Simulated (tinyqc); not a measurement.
Worked calculation: lattice vibrations of a chain. One step of it, computed by the program tinyqc.

Task: Dynamical matrix at q = 0.06. q is in units of 2 pi/a. A spring k from atom i to atom j, n cells on, adds k to Phi_ii and Phi_jj, -k exp(2 pi i q n) to Phi_ij and the conjugate to Phi_ji (for one atom a cell: 2k (1 - cos 2 pi q n)); D_ij = Phi_ij / sqrt(m_i m_j).

A chain moving along its axis:
```
atom    mass (u)  spring to the next atom (eV/angstrom^2)
1     103.300000                                 6.600000
2      50.300000                                27.500000
```

Give: D(q).

Result:

D(q) (eV/(angstrom^2 u)):
```
               1              2
1          0.330  -0.446+0.140i
2  -0.446-0.140i          0.678
```
